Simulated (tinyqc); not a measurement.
Free and trapped electrons in a MOS channel with a dense trap tail: one step of the calculation.

p-type body, charge-sheet picture, full ionisation (an idealisation for deep acceptors), Boltzmann statistics for free electrons. e = Ec - EF at the surface. Acceptor-like traps of density D(E) = D0 + De exp(-E/Ew) at depth E below Ec, from 0 to Eu, hold n_t = integral of D(E)/(1 + exp((e - E)/Vt)). psi = Eg - Vt ln(Nv/Na) - e; N_dep = sqrt(2 eps0 eps_r Na (psi - Vt)/q); n_f = sqrt(N_dep^2 + 2 eps0 eps_r Vt Nc exp(-e/Vt)/q) - N_dep; Vg = Vfb + psi + q (N_dep + n_t + n_f)/Cox, Cox = eps0 eox/tox.

Problem. Trapped charge. Trapezoid rule on 14 equal steps from 0 to Eu, f = 1/(1 + exp((e - E)/Vt)).

Inputs (values chosen for the exercise); band and dielectric values close to those of 4H silicon carbide:
- T = 300 K (temperature)
- D0 = 2.5e10 cm^-2 eV^-1 (constant background density of acceptor-like traps)
- De = 8.1e12 cm^-2 eV^-1 (density of the tail at the conduction edge)
- Ew = 0.09 eV (decay energy of the tail)
- Eu = 0.63 eV (depth below Ec down to which the traps reach)
- e = 0.106 eV (Ec - EF at the surface)

Constants: q = 1.602176634e-19 C, kB = 1.380649e-23 J/K, Vt = kB T/q. Results are converted to the units shown.

Find: E; D(E) f; n_t.

Solution.

```
point	E (eV)	D(E) f (cm^-2 eV^-1)
0	0	1.3242e11
1	0.045000	4.2617e11
2	0.090000	1.0518e12
3	0.13500	1.3822e12
4	0.18000	1.0606e12
5	0.22500	6.8304e11
6	0.27000	4.2752e11
7	0.31500	2.6952e11
8	0.36000	1.7335e11
9	0.40500	1.1498e11
10	0.45000	7.9577e10
11	0.49500	5.8103e10
12	0.54000	4.5078e10
13	0.58500	3.7178e10
14	0.63000	3.2386e10
```

n_t = 2.6512e11 cm^-2

Program tinyqc, `OMP_NUM_THREADS=1 python tinyqc.py 2222179 2222180 out.jsonl`; Intel Xeon 2.30GHz, shared host, one thread, about 0.02 s.
